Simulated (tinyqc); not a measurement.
# Worked calculation: resistance of a source-drain extension with a graded tip

Numbers from tinyqc (`OMP_NUM_THREADS=1 python tinyqc.py 2282290 2282291 out.jsonl`; about 0.04 s on one thread of a shared Intel Xeon 2.30GHz). Printed values are rounded.

y runs along the channel, the gate covers y > 0. The doping is N0 for y < y0 and N0 10^(-(y - y0)/la) beyond, uniform over the depth xj. Sheet conductance s(y) = q mu(N) max(N - Nch, 0) xj + (for y > 0) ma Cox Vo, with mu(N) = u0 + (u1 - u0)/(1 + (N/Nr)^au) and Cox = eps0 eox/tox. Current is taken as one-dimensional; depletion of the tip, spreading and the contact are left out. The metallurgical junction lies at yj, where N = Nch.

Values chosen for this exercise; mobility law close to that of electrons in silicon: relative permittivity of the gate insulator (close to aluminium oxide) eox = 9.19; insulator thickness tox = 6.8 nm; active doping of the extension far from the gate N0 = 6.5e19 cm^-3; lateral abruptness la = 3.3 nm/decade; position under the gate where the fall begins (gate edge at 0) y0 = 0.4 nm; depth of the extension xj = 30 nm; channel doping Nch = 2.9e18 cm^-3; gate overdrive Vo = 0.38 V; mobility of the gate-induced layer ma = 250 cm^2/(V s); mobility at low doping u1 = 1414 cm^2/(V s); mobility at high doping u0 = 68.5 cm^2/(V s); reference doping Nr = 9.2e16 cm^-3; exponent au = 0.711; gate length Lg = 60 nm.

Constants: q = 1.602176634e-19 C, eps0 = 8.8541878128e-14 F/cm where lengths are in cm. Results are converted to the units shown.

## Sheet resistances and junction position

yj = y0 + la log10(N0/Nch); sheet resistance of the full extension 1/[q mu(N0)(N0 - Nch) xj] and of the gate-induced layer 1/(ma Cox Vo); metallurgical length Lg - 2 yj; ye is where the doped and the gate-induced conductances are equal.

yj = 4.85670 nm
sheet resistance of the extension = 413.291 ohm/square
sheet resistance of the induced layer = 8796.73 ohm/square
metallurgical length = 50.2866 nm
ye = 4.22833 nm
N at ye = 4.49586e18 cm^-3

The gate takes over 0.628 nm before the junction, where N is still 1.55 times the channel doping.

## Resistance of the overlapped part

Midpoint rule on 11 equal steps from 0 to yj: R_ov = sum h/s(y), per width.

```
point    y (nm)   N (cm^-3)  doped conductance (uS)  sheet resistance (ohm/square)
0      0.220759      6.5e19                 2419.60                        394.745
1      0.662277  5.41297e19                 2038.59                        464.626
2       1.10380  3.97779e19                 1528.70                        608.874
3       1.54531  2.92313e19                 1145.60                        794.105
4       1.98683  2.14810e19                 855.582                        1031.71
5       2.42835  1.57856e19                 633.694                        1338.02
6       2.86987  1.16003e19                 461.417                        1738.84
7       3.31139  8.52462e18                 324.935                        2279.91
8       3.75291  6.26443e18                 213.863                        3053.05
9       4.19442  4.60350e18                 120.321                        4273.51
10      4.63594  3.38294e18                 38.2514                        6581.98
```

R_ov = 9.9604 ohm um

The exact integral is 10.059 ohm um; the coarse sum is 0.98 % below it.
